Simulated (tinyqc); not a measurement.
Finnis-Sinclair potential for a bcc metal: fit to cohesion and elasticity, then vacancy, surfaces and structure: one step, computed by the program tinyqc. Command: `OMP_NUM_THREADS=1 python tinyqc.py 3111690 3111691 out.jsonl fsfit walk`. One thread of a shared host (Intel(R) Xeon(R) Processor @ 2.30GHz), about 0.01 s of CPU time with the checks.

E = (1/2) sum V(r) - A sqrt(rho), rho = sum phi(r), phi = (r - d)^2 for r < d, V = (r - c)^2 (c0 + c1 r + c2 r^2) for r < c. In bcc the 8 first neighbours lie at sqrt(3) a/2 and the 6 second at a; both cut-offs lie below the third shell; Omega = a^3/2; E is per atom and z the number of atoms in a shell. The four constants A, c0, c1, c2 are fitted to E_c, zero pressure, B and C12 - C44 alone, so C44 and C11 - C12 are not matched singly; defects are unrelaxed.

Question. Unrelaxed vacancy. E_v = -A sum_shells z [sqrt(rho - phi(r)) - sqrt(rho)] - (1/2) sum z V(r): the neighbours lose one bond each, and the atom is put back in the bulk.

Inputs (values chosen for the exercise, modelled on niobium):

| quantity | value | unit |
|---|---|---|
| lattice constant a | 3.3 | angstrom |
| cohesive energy E_c | 7.42 | eV |
| density cut-off d/a | 1.186 | - |
| pair cut-off c/a | 1.254 | - |

c0, c1, c2 (eV/angstrom^2, eV/angstrom^3, eV/angstrom^4): -2.372722  2.621936  -0.579763

A = 2.953170 eV/angstrom

rho = 11.18017 angstrom^2

Give: V at the two shells; phi at the two shells; vacancy energy E_v; E_v/E_c.

Answer.

V at the two shells (eV): 0.6315  -0.0239

phi at the two shells (angstrom^2): 1.115  0.377

vacancy energy E_v = 2.595 eV

E_v/E_c = 0.3497

A pair potential would give E_v = E_c; the square root lowers the ratio to 0.35.
